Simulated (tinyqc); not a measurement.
Changing the temperature T: mobility of a non-polar semiconductor in the relaxation-time approximation. Computed by tinyqc, a small Python program. Command: `OMP_NUM_THREADS=1 python tinyqc.py 3028920 3028921 out.jsonl rta sweep`. One thread of a shared host (Intel(R) Xeon(R) Processor @ 2.30GHz), about 0.03 s of CPU time with the checks.

Each valley is treated as a sphere of mass m_d for states and rates, with one isotropic relaxation time; the conductivity mass m_c sets the current.

Inputs (values chosen for the exercise, modelled on electrons in germanium):
```
quantity,value,unit
longitudinal mass m_l,1.54,m_0
transverse mass m_t,0.0838,m_0
equivalent valleys Z,4,-
non-parabolicity alpha,0.69,1/eV
static permittivity eps_s,16,-
density rho,5323,kg/m^3
sound velocity v_l,5270,m/s
acoustic deformation potential D_A,11,eV
phonon energy hbar w,33,meV
optical or intervalley deformation potential D_o,5.3,1e8 eV/cm
final valleys Z_f,3,-
carrier density n,9.2e+17,1/cm^3
compensation ratio C,0.31,-
```

Band: Kane. Impurity formula: Brooks-Herring. Further scattering: none.

Constants: k_B = 8.617333262e-05 eV/K; m_0 = 9.1093837015e-31 kg; e = 1.602176634e-19 C; hbar = 1.054571817e-34 J s; eps_0 = 8.8541878128e-12 F/m; k_B = 1.380649e-23 J/K; hbar = 6.582119569e-16 eV s.

Method:
- m_d = (m_l m_t^2)^(1/3); 1/m_c = (1/m_l + 2/m_t)/3; Hall mass factor A = 3 K_m (K_m + 2)/(2 K_m + 1)^2, K_m = m_l/m_t; N_I = n (1 + C)/(1 - C).
- Kane band: hbar^2 k^2/(2 m) = E (1 + alpha E), speed v = hbar k/(m (1 + 2 alpha E)), states per spin, volume and energy g(E) = m k (1 + 2 alpha E)/(2 pi^2 hbar^2); overlap factors are set to 1. Here m = m_d. Masses are multiplied by m_0 and all formulas are in SI units.
- The reduced Fermi level eta = E_F/(k_B T) solves n = 2 Z int g f dE with f = 1/(1 + exp(x - eta)) (Z = 1 unless valleys are given); screening length L_s = sqrt(eps_s eps_0 k_B T/(e^2 dn/deta)), dn/deta = 2 Z int g f (1 - f) dE.
- Integrals over x = E/(k_B T) use 160 Gauss-Legendre points in u = sqrt(x) from 0 to sqrt(max(eta, 0) + 32).
- Phonon occupation N_q = 1/(exp(hbar w/(k_B T)) - 1).
- Acoustic deformation potential (elastic, equipartition, absorption and emission together): 1/tau = 2 pi k_B T D_A^2 g(E)/(hbar rho v_l^2).
- Optical or intervalley deformation potential: 1/tau = (pi Z_f D_o^2/(rho w)) [N_q g(E + hbar w) + (N_q + 1) g(E - hbar w)], with g = 0 below the band edge.
- Each optical term is multiplied by (1 - f(E'))/(1 - f(E)), E' the final energy, for Pauli blocking.
- Singly charged impurities, momentum relaxation: 1/tau = N_I e^4 m (1 + 2 alpha E) Phi/(8 pi (eps_s eps_0)^2 hbar^3 k^3), with alpha = 0 for a parabolic band.
- Brooks-Herring: Phi = ln(1 + b) - b/(1 + b), b = 4 k^2 L_s^2.
- mu = (m_d/m_c) (2 Z e/(3 n k_B T)) int g v^2 tau f (1 - f) dE.
- Averages over x are split at the emission threshold x_0 = hbar w/(k_B T): 64 Gauss-Legendre points in sqrt(x) below it and 128 in sqrt(x - x_0) above it, up to x = max(eta, 0) + 32.
- Rates are added at each energy before the average. With <y> = int g v^2 y f (1 - f) dE: Hall factor r_H = A (3 n k_B T/(2 Z m_d)) <tau^2/(1 + 2 alpha E)>/<tau>^2 (alpha = 0 for a parabolic band); Hall mobility r_H mu; |S| = (k_B/e) (<x tau>/<tau> - eta); resistivity 1/(n e mu).
- Matthiessen's rule adds 1/mu of the separate processes.

One run for each value:
```
temperature T (K),drift mobility mu (cm^2/(V s)),acoustic mobility (cm^2/(V s)),ionised impurity mobility (cm^2/(V s)),optical mobility (cm^2/(V s)),Hall factor r_H,excess of Matthiessen's rule over the full mu (%)
60,1778.1,55716,1868.3,5.2648e+06,0.82661,1.626
100,1553.4,26955,1788.8,3.4187e+05,0.85936,7.459
140,1457.2,16305,1923.1,9.0135e+04,0.86050,15.836
180,1376.6,11077,2132.7,3.9418e+04,0.84876,24.270
230,1268.4,7530,2438.9,1.9612e+04,0.83257,32.768
310,1085.6,4647,2970.6,9.3383e+03,0.81728,39.801
410,875.9,2916,3659.7,5.0092e+03,0.81720,39.948
530,675.5,1875,4491.5,2.9310e+03,0.83504,34.935
700,477.2,1142,5654.3,1.6700e+03,0.87754,26.923
```

Give the missing row, temperature T (K) = 79.

Computed row; columns: (1) temperature T (K); (2) drift mobility mu (cm^2/(V s)); (3) acoustic mobility (cm^2/(V s)); (4) ionised impurity mobility (cm^2/(V s)); (5) optical mobility (cm^2/(V s)); (6) Hall factor r_H; (7) excess of Matthiessen's rule over the full mu (%):
```
(1)     (2)    (3)     (4)         (5)      (6)    (7)
79   1639.2  37911  1786.0  1.0596e+06  0.84696  3.883
```

Interpolating between the two neighbouring rows (the first column on a logarithmic scale, the others too where they are positive) misses most in optical mobility (cm^2/(V s)), by 14 %. Over the rows, drift mobility mu (cm^2/(V s)) falls from 1780 to 477 (exponent d ln y / d ln x -0.30 between the first rows and -1.2 between the last); acoustic mobility (cm^2/(V s)) falls from 55700 to 1140 (exponent d ln y / d ln x -1.4 between the first rows and -1.8 between the last); ionised impurity mobility (cm^2/(V s)) goes from 1870 through a minimum among these rows, 1790 at 79.0, to 5650. The lowest separate mobility among these three is impurity from 60.0 to 310, acoustic from 410 to 700 K. Matthiessen's rule errs most, by 40 %, at 410 K.

Caution (rows 60.0, 79.0, 100): n is taken as given; at low temperature (in diamond even at 300 K) real dopants can freeze out, which changes n and N_I.

Extremes, crossings and ranges named in words are read from the listed rows.
